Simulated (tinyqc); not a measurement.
Size of the test strain: deformation potentials from a strained empirical pseudopotential.

Diamond lattice, no spin-orbit coupling. Atomic form factor V(q) = a1 (q^2 - a2)/(a3 exp(a4 q^2) - 1) in rydberg with q in 1/bohr, for the unstrained cell. Under a strain e the reciprocal vectors and k go over into (1 + e)^(-1) G, the atoms sit at +/- tau with tau = (1 + e) a (1,1,1)/8 - zeta a (eyz, ezx, exy)/4, and H(G,G') = c |k + G|^2 delta + (V(q)/det(1 + e)) cos(q.tau), q = G - G', with the term q = 0 left out; c = hbar^2/2m0. The basis is fixed before straining: all G with |k + G|^2 up to 16 (2 pi/a)^2. k is given in units of 2 pi/a of the unstrained cell.

Constants: hbar^2/2m0 = 3.80998211 eV angstrom^2; Ry = 13.60569312 eV; a0 (Bohr radius) = 0.5291772105 angstrom.

Parameters, chosen for this exercise (out of a larger set: a germanium-sized cell with gaps well above those of Ge; not measured data):
- a = 5.667 angstrom (lattice constant)
- A = (0.395, 2.404, 2.056, 0.453) (a1 (Ry bohr^2), a2 (1/bohr^2), a3, a4 (bohr^2))
- kD = 0.82 2 pi/a (position of the Delta minimum)

e = diag(-h/2, -h/2, h). Xu = [E(Delta z) - E(Delta x)]/(1.5 h) at fixed kD, b = [E(Z) - E(X, Y)]/(4.5 h); one-sided from +h alone, central from +h and -h.

Results (eV):
```
h       Xu one-sided  Xu central  b one-sided  b central
0.0010         7.788       7.791       -2.964     -2.961
0.0025         7.783       7.791       -2.969     -2.961
0.0050         7.776       7.791       -2.977     -2.961
0.0100         7.761       7.792       -2.994     -2.961
0.0300         7.706       7.800       -3.061     -2.962
```

Give the missing row, h = 0.0200.

Computed row:
```
h       Xu one-sided  Xu central  b one-sided  b central
0.0200         7.733       7.795       -3.027     -2.961
```

From h = 0.001 to 0.03 the one-sided Xu drifts by -0.081 eV and the central one by +0.009 eV; for b the drifts are -0.097 and -0.001 eV. The central difference cancels the term of second order in the strain, so its error goes as h^2. At h = 0.02 the linear law errs by 0.7 % for the valley splitting and 2.2 % for the valence splitting.

Program tinyqc; command `OMP_NUM_THREADS=1 python tinyqc.py 1850088 1850089 out.jsonl`; about 0.2 s on one thread of a shared Intel(R) Xeon(R) Processor @ 2.30GHz.
